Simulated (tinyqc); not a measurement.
Undoped symmetric double-gate MOSFET, analytic potential model: one step of the calculation.

An undoped body of thickness ts between two equal insulators and tied gates; long channel, electrons only, n = ni exp((psi - V)/Vt) with V the quasi-Fermi potential (0 at the source, Vd at the drain), constant mobility, no quantisation. Across the body psi(x) = V - 2 Vt ln[(ts/(2 beta)) sqrt(q ni/(2 eps0 eps_r Vt)) cos(2 beta x/ts)], x from the centre. Q is the electron charge per area of the whole body.

Task. Constants of the body. ni = sqrt(Nc Nv) exp(-Eg/(2 Vt)), Eg in volts; r = eps_r tox/(eox ts); V0 = dphi + 2 Vt ln[(2/ts) sqrt(2 eps0 eps_r Vt/(q ni))].

Parameters, values chosen for the exercise; material values close to those of silicon: temperature T = 300 K; band gap Eg = 1.1 eV; relative permittivity of the semiconductor eps_r = 11.8; conduction-band density of states at T Nc = 2.84e19 cm^-3; valence-band density of states at T Nv = 2.68e19 cm^-3; relative permittivity of the gate insulator eox = 7.75; insulator thickness tox = 3.3 nm; body thickness ts = 12 nm; gate work function less that of the intrinsic body dphi = 0.24 V.

Constants: q = 1.602176634e-19 C, kB = 1.380649e-23 J/K, Vt = kB T/q, eps0 = 8.8541878128e-14 F/cm where lengths are in cm. Results are converted to the units shown.

Wanted: ni; r; V0.

Result.

ni = 1.5890e10 cm^-3
r = 0.41871
V0 = 0.70254 V

Numbers from tinyqc (`OMP_NUM_THREADS=1 python tinyqc.py 2440061 2440062 out.jsonl`; about 0.01 s on one thread of a shared Intel Xeon 2.30GHz).
